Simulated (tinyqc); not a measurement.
Inside a calculation. Model: modulation-doped quantum well, Poisson-Schroedinger loop.

tinyqc, about 0.2 s, one thread, Intel Xeon 2.30GHz (shared host): `OMP_NUM_THREADS=1 python tinyqc.py 2140063 2140064 out.jsonl` Printed values are rounded.

A well of width L centred at z = 0 between barriers Vb; effective-mass electrons, parabolic bands. The electrons come from donor sheets outside the mesh, a share fL of Ns on the left and the rest on the right, so the structure is neutral. Energies are counted from the band edge of the well, with U = 0 on the first node in the Hartree part.

Inputs (values chosen for the exercise); material values close to those of GaAs in AlGaAs:
```
symbol   value   unit                               meaning
T          150      K                           temperature
md      0.0664     m0                         in-plane mass
Vb       0.247     eV                        barrier height
eps_r     13.2           relative permittivity (all layers)
L          6.3     nm                            well width
hz         0.9     nm                             mesh step
Ns      3.6e11  cm^-2            sheet density of electrons
fL           1         share of the donors on the left side
Fz         -36  kV/cm                 applied field along z
a            1                                mixing factor
```

Constants: q = 1.602176634e-19 C, kB = 1.380649e-23 J/K, hbar = 1.054571817e-34 J s, m0 = 9.1093837015e-31 kg, Vt = kB T/q, eps0 = 8.8541878128e-14 F/cm where lengths are in cm, hbar^2/(2 m0) = 0.0380998212 eV nm^2. Results are converted to the units shown.

## Fixed part of the potential

z, node 1 to 17 (nm): -7.2  -6.3  -5.4  -4.5  -3.6  -2.7  -1.8  -0.9  0  0.9  1.8  2.7  3.6  4.5  5.4  6.3  7.2

V0 = 0 in the well and Vb outside, plus q Fz z (1 kV/cm = 1e-4 eV/nm).

fixed potential V0, node 1 to 17 (eV): 0.2729200  0.2696800  0.2664400  0.2632000  0.2599600  0.0097200  0.0064800  0.0032400  0.0000000  -0.0032400  -0.0064800  -0.0097200  0.2340400  0.2308000  0.2275600  0.2243200  0.2210800

## Round 1: levels and probability densities

self-consistent potential U at the start, node 1 to 17 (eV): 0  0  0  0  0  0  0  0  0  0  0  0  0  0  0  0  0
mass on the intervals 1/2, 3/2, ... (mean of both at an interface) (m0): 0.0897  0.0897  0.0897  0.0897  0.0897  0.07925  0.0688  0.0688  0.0688  0.0688  0.0688  0.0688  0.07925  0.0897  0.0897  0.0897  0.0897  0.0897

Tridiagonal Hamiltonian with psi = 0 one step beyond both ends: H_ii = C (1/m_(i-1/2) + 1/m_(i+1/2))/hz^2 + V0_i + U_i, H_(i,i+1) = -C/(m_(i+1/2) hz^2), C = hbar^2/(2 m0). The lowest 2 level(s) are kept, normalised to hz sum |psi|^2 = 1.

levels (eV): E1 0.0549282, E2 0.2071665

```
node	|psi|^2 of E1 (1/nm)	|psi|^2 of E2 (1/nm)
1	0.0000836	0.0016165
2	0.0004878	0.0073024
3	0.0019427	0.0198497
4	0.0070298	0.0450498
5	0.0246217	0.0938137
6	0.0759964	0.1735718
7	0.1299941	0.1537269
8	0.1762904	0.0637306
9	0.2002102	0.0014076
10	0.1927898	0.0356388
11	0.1547247	0.1274370
12	0.0975262	0.1710878
13	0.0341901	0.1074053
14	0.0107911	0.0611552
15	0.0033287	0.0316874
16	0.0009305	0.0133741
17	0.0001733	0.0032565
```

## Round 1: Fermi level and occupations

Level k holds N_k = D_k Vt ln(1 + exp((EF - E_k)/Vt)) with D = md m0 q/(pi hbar^2) per eV (spin included); EF is fixed by sum N_k = Ns.

EF = 0.06200861 eV
N_k (cm^-2): E1 3.599952e11, E2 4.758119e6

## Round 1: density, output potential and mixing

n_i = sum_k N_k |psi_k|^2 (converted to cm^-3). Hartree part by Gauss: on the interval after node i the enclosed sheet charge is S_i = fL Ns - hz sum_(j<=i) n_j, and U_(i+1) = U_i + q S_i hz/(eps0 eps_r) in eV, U_1 = 0. Mixing: U(new) = U + a (U(out) - U).

```
node	n (1e17 cm^-3)	U(out) (eV)	U after round 1 (eV)
1	0.003010	0.00000000	0.00000000
2	0.017565	0.00444120	0.00444120
3	0.069946	0.00888044	0.00888044
4	0.253092	0.01331192	0.01331192
5	0.886413	0.01771530	0.01771530
6	2.735917	0.02202025	0.02202025
7	4.679799	0.02602141	0.02602141
8	6.346401	0.02950294	0.02950294
9	7.207471	0.03227977	0.03227977
10	6.940357	0.03425629	0.03425629
11	5.570077	0.03546217	0.03546217
12	3.510980	0.03604956	0.03604956
13	1.230878	0.03624709	0.03624709
14	0.388502	0.03630795	0.03630795
15	0.119847	0.03632567	0.03632567
16	0.033503	0.03633008	0.03633008
17	0.006242	0.03633078	0.03633078
```

## Round 2: levels and probability densities

As before.

levels (eV): E1 0.0859764, E2 0.2358219

```
node	|psi|^2 of E1 (1/nm)	|psi|^2 of E2 (1/nm)
1	0.0001212	0.0022845
2	0.0006731	0.0097958
3	0.0025189	0.0247686
4	0.0085663	0.0518206
5	0.0284093	0.0995824
6	0.0841768	0.1726414
7	0.1388799	0.1430568
8	0.1815191	0.0521999
9	0.1991492	0.0001178
10	0.1861252	0.0441002
11	0.1458487	0.1353824
12	0.0903264	0.1718670
13	0.0311963	0.1036504
14	0.0096917	0.0567747
15	0.0029456	0.0284992
16	0.0008131	0.0117493
17	0.0001502	0.0028200
```

## Round 2: Fermi level and occupations

As before.

EF = 0.09305682 eV
N_k (cm^-2): E1 3.599943e11, E2 5.725712e6

## Round 2: density, output potential and mixing

As before.

```
node	n (1e17 cm^-3)	U(out) (eV)	U after round 2 (eV)
1	0.004365	0.00000000	0.00000000
2	0.024238	0.00444105	0.00444105
3	0.090693	0.00887940	0.00887940
4	0.308413	0.01330769	0.01330769
5	1.022776	0.01770173	0.01770173
6	3.030416	0.02198220	0.02198220
7	4.999679	0.02592618	0.02592618
8	6.534615	0.02931500	0.02931500
9	7.169259	0.03197823	0.03197823
10	6.700425	0.03384540	0.03384540
11	5.250546	0.03496857	0.03496857
12	3.251796	0.03550872	0.03550872
13	1.123107	0.03568780	0.03568780
14	0.348928	0.03574218	0.03574218
15	0.106058	0.03575780	0.03575780
16	0.029278	0.03576165	0.03576165
17	0.005408	0.03576226	0.03576226
```

## Course of the self-consistent loop

Start from U = 0. Stop when the largest |U(out) - U| is below 1e-7 eV, or after 120 rounds.

Course of the iteration:
```
round	level E1 (eV)	EF (eV)	largest |U(out) - U| (eV)
1	0.05492816	0.06200861	0.0363
2	0.08597642	0.09305682	5.69e-4
3	0.08567609	0.09275649	2.08e-5
4	0.08568657	0.09276697	7.67e-7
5	0.08568619	0.09276658	2.84e-8
```

Converged in 5 rounds.

## Converged levels, occupations and centroid

converged U, node 1 to 17 (eV): 0.00000000  0.00444105  0.00887943  0.01330779  0.01770207  0.02198324  0.02592900  0.02932091  0.03198814  0.03385932  0.03498562  0.03552761  0.03570742  0.03576205  0.03577777  0.03578164  0.03578225

Solve for the levels with V0 + U, find EF, n_i = sum_k N_k |psi_k|^2 (in cm^-3); share of each level N_k/Ns; centroid sum n z/sum n.

levels (eV): E1 0.0856862, E2 0.2355403
EF = 0.09276658 eV
shares (%): E1 99.99841, E2 0.00159
n, node 1 to 17 (in units of 1e17 cm^-3): 0.004336  0.024086  0.090183  0.306922  1.018678  3.020619  4.987910  6.526448  7.169077  6.708334  5.262290  3.261746  1.127350  0.350515  0.106616  0.029450  0.005442
centroid = 0.05066275 nm

With 400 intervals across the well and the same walls, E2 - E1 = 152.6 meV and EF - E1 = 7.080 meV; this mesh gives 149.9 and 7.080 meV.
